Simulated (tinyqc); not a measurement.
Haynes-Shockley experiment: drift, diffusion and decay of a minority-carrier pulse: one step, computed by the program tinyqc. Command: `OMP_NUM_THREADS=1 python tinyqc.py 3110885 3110886 out.jsonl haynes walk`. One thread of a shared host (Intel(R) Xeon(R) Processor @ 2.30GHz), about 0.02 s of CPU time with the checks.

A thin sheet of excess carriers is made at x = 0, t = 0 in a long uniform bar; injection is low, so the pulse moves with the minority mobility.

Problem. The signal at the collector. dn(x, t) = N0/sqrt(4 pi D t) exp(-(x - v t)^2/(4 D t) - t/tau). At fixed x the signal peaks where d ln(dn)/dt = 0: a t^2 + t/2 - x^2/(4 D) = 0 with a = v^2/(4 D) + 1/tau. The full width at half maximum is found by solving dn(x, t) = peak/2 on both sides of the peak.

Inputs (values chosen for the exercise, modelled on holes in n-type germanium in a lightly doped bar):

| quantity | value | unit |
|---|---|---|
| lifetime tau | 92 | microsecond |
| temperature T | 300 | K |
| distance d to the collector | 0.2 | cm |
| injected sheet density N0 | 2.5e+10 | 1/cm^2 |

drift velocity v = 11799 cm/s

D = 44.20692 cm^2/s

Give: time of the peak t_p; peak density; width at half maximum.

Solution.

time of the peak t_p = 16.52 microsecond

peak density = 2.162e+11 1/cm^3

width at half maximum = 7.555 microsecond
